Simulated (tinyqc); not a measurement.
Van der Pauw, Hall and four-point-probe measurements on a doped layer: two steps of the calculation.

A uniform p-type layer with sheet resistance Rs = 1/(q ns mu), point contacts, low field (mu B small).

Values chosen for this exercise: sheet density of the layer ns = 9.4e13 cm^-2; drift mobility mu = 20 cm^2/(V s); Hall factor rH = 1.18; magnetic field B = 0.55 T; current I = 100 uA; side ratio a/b of a rectangular sample with corner contacts ar = 1.87.

Constants: q = 1.602176634e-19 C. Results are converted to the units shown.

Question 1. Resistances and Hall voltage. Rs = 1/(q ns mu). For a rectangle with contacts at the corners, RA = (8 Rs/pi) sum_(k>=0) ln coth((2k + 1) pi a/(2 b)) with current along a short side b and voltage along the opposite one, RB the same with a and b exchanged; Hall voltage VH = rH B I/(q ns), negative for electrons.

Find: Rs; RA; RB; VH.

Answer 1.

Rs = 3320 ohm/square
RA = 47.50 ohm
RB = 3302 ohm
VH = 0.4309 mV

RB/RA = 69.5; for a square both equal Rs ln 2/pi = 732 ohm.

Question 2. New z. The van der Pauw equation exp(-pi RA z) + exp(-pi RB z) = 1 is solved for z = 1/Rs: e1 = exp(-pi RA z), e2 = exp(-pi RB z), f = e1 + e2 - 1, f' = -pi (RA e1 + RB e2), z(new) = z - f/f'.

z after iteration 2 = 0.27588743 mS
RA = 47.503177 ohm
RB = 3301.9630 ohm

Wanted: e1; e2; f; f'; z after iteration 3.

Answer 2.

e1 = 0.9597
e2 = 0.05716
f = 0.01682
f' = -0.7362 kohm
z after iteration 3 = 0.2987 mS

Numbers from tinyqc (`OMP_NUM_THREADS=1 python tinyqc.py 2850227 2850228 out.jsonl`; about 0.01 s on one thread of a shared Intel Xeon 2.30GHz).
